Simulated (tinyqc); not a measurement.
Inverter chain driving a load.

N inverters, each f = Hc^(1/N) times larger than the one before: delay tau N (f + pp). Switched capacitance in units of the first input, with output capacitance pp times the input: Hc + (1 + pp)(Hc - 1)/(f - 1).

Inputs (values chosen for the exercise): load over the input capacitance of the chain Hc = 390; parasitic delay of an inverter pp = 0.6; delay unit tau = 3.4 ps.

Results:
```
N	f	delay (ps)	switched capacitance
2	19.75	138.4	423.2
3	7.306	80.64	488.7
4	4.444	68.60	570.7
5	3.298	66.26	660.9
6	2.703	67.38	755.5
8	2.108	73.66	951.7
9	1.940	77.74	1052
```

Estimate the missing row, N = 7.

Computed row:
```
N	f	delay (ps)	switched capacitance
7	2.345	70.09	852.7
```

With this row back in the table: The delay goes from 138 through a minimum of 66.3 (at N = 5 among the rows listed) to 77.7 ps. The best stage effort solves pp + rho (1 - ln rho) = 0, rho = 3.27, which gives N = ln Hc/ln rho = 5.04. One stage fewer than the best costs 3.5 % in delay and saves 14 % of the switched capacitance.

Numbers from tinyqc (`OMP_NUM_THREADS=1 python tinyqc.py 2082151 2082152 out.jsonl`; about 0.01 s on one thread of a shared Intel Xeon 2.30GHz).
